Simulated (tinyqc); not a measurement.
# Gate-all-around wire, scale length and short-channel effects: effects of single changes

A round wire of diameter ts in an insulator shell of thickness ti under a surrounding gate. Below threshold the potential that source and drain add obeys Laplace's equation and vanishes on the gate. Its lowest mode decays along the channel as exp(-k y); k is the smallest positive root of the matching condition at the interface, and the scale length is Lambda = pi/k.

Parameters, values chosen for the exercise; permittivities: semiconductor close to that of germanium, insulator close to that of hafnium oxide:
```
symbol,value,unit,meaning
T,300,K,temperature
eps_r,15.9,,relative permittivity of the semiconductor
ei,22.9,,relative permittivity of the insulator
ti,3.8,nm,insulator thickness
ts,12.7,nm,wire diameter
L,21,nm,channel length
Vbi,1.02,V,potential of the source
sT,0.74,V,potential of the barrier top at threshold
Vds,0.5,V,drain voltage
```

Constants: q = 1.602176634e-19 C, kB = 1.380649e-23 J/K, Vt = kB T/q. Results are converted to the units shown.

Each table varies one quantity; the others keep the values above.

## Effect of the relative permittivity of the insulator

k is the smallest positive root of f(k) = ei J0(u)[J1(u) Y0(v) - Y1(u) J0(v)] - eps_r J1(u)[J0(u) Y0(v) - Y0(u) J0(v)], u = k ts/2, v = u + k ti. Along the channel psi(y) = s + a exp(y/l) + b exp(-y/l) with psi(0) = Vbi, psi(L) = Vbi + Vds and l = 1/k = Lambda/pi; with A = Vbi - s, B = A + Vds, x = exp(-L/l): a = (B - A x) x/(1 - x^2), b = (A - B x)/(1 - x^2). The minimum is s + 2 sqrt(a b), at y = (l/2) ln(b/a). The long-channel potential follows the gate as s = sT + (Vg - VTL)/m, and the threshold VT is the gate voltage at which the minimum equals sT. Swing = m Vt ln 10/g at threshold, g = d(minimum)/ds = 1 - (b x + a)/((1 + x) sqrt(a b)). DIBL = [VT(0.05 V) - VT(Vds)]/(Vds - 0.05 V). sT and Vbi are held fixed; m = 1.

Effect of the relative permittivity of the insulator:
```
ei   Lambda (nm)  L/Lambda  VT - VTL at Vds (mV)  DIBL (mV/V)  swing (mV/decade)
3.9       21.592   0.97260               -343.87       285.44             105.67
5.7       18.586    1.1299               -237.35       195.13             91.737
8.5       16.088    1.3053               -162.72       132.45             81.866
12        14.388    1.4596               -119.41       96.431             76.066
18        12.827    1.6372               -85.193       68.263             71.431
27        11.644    1.8035               -62.960       50.138             68.384
40        10.779    1.9483               -48.779       38.671             66.422
```

Read the table: what changes, and by how much?

As ei goes from 3.9 to 40, Lambda falls from 21.6 to 10.8 nm, DIBL falls from 285 to 38.7 mV/V and the swing falls from 106 to 66.4 mV a decade. On average Lambda goes as ei^(-0.30). For ei = 3.9 to 12 L is under 1.5 Lambda, where higher modes, left out of the one-mode potential, count.

## Effect of the insulator thickness

Same model as above.

Effect of the insulator thickness:
```
ti (nm)  Lambda (nm)  L/Lambda  VT - VTL at Vds (mV)  DIBL (mV/V)  swing (mV/decade)
1.3           9.4781    2.2156               -30.882       24.325             63.923
1.6           9.7621    2.1512               -34.432       27.158             64.421
2.1           10.252    2.0485               -41.022       32.434             65.343
2.8           10.975    1.9135               -51.833       41.134             66.846
3.6           11.856    1.7713               -66.702       53.177             68.899
4.7           13.150    1.5970               -91.826       73.700             72.334
6.1           14.897    1.4097               -131.72       106.63             77.721
```

As ti goes from 1.3 to 6.1 nm, Lambda rises from 9.48 to 14.9 nm, DIBL rises from 24.3 to 107 mV/V and the swing rises from 63.9 to 77.7 mV a decade. On average Lambda goes as ti^(0.29). At ti = 6.1 nm L is under 1.5 Lambda, where higher modes, left out of the one-mode potential, count.

Program tinyqc, `OMP_NUM_THREADS=1 python tinyqc.py 2420143 2420144 out.jsonl`; Intel Xeon 2.30GHz, shared host, one thread, about 0.01 s.
